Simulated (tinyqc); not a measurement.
Worked calculation: tight binding, honeycomb lattice. One step of it, computed by the program tinyqc.

Problem. Levels at k. Diagonalise the Hermitian matrix.

H(k) at k (eV):
```
                     A                    B
A             0.640000  -1.024056-0.119952i
B  -1.024056+0.119952i            -0.640000
```

Give: eigenvalues; weights |c|^2 of the basis functions.

Solution.

eigenvalues (eV): -1.2135  1.2135

weights |c|^2 of the basis functions:
```
   band 1  band 2
A  0.2363  0.7637
B  0.7637  0.2363
```
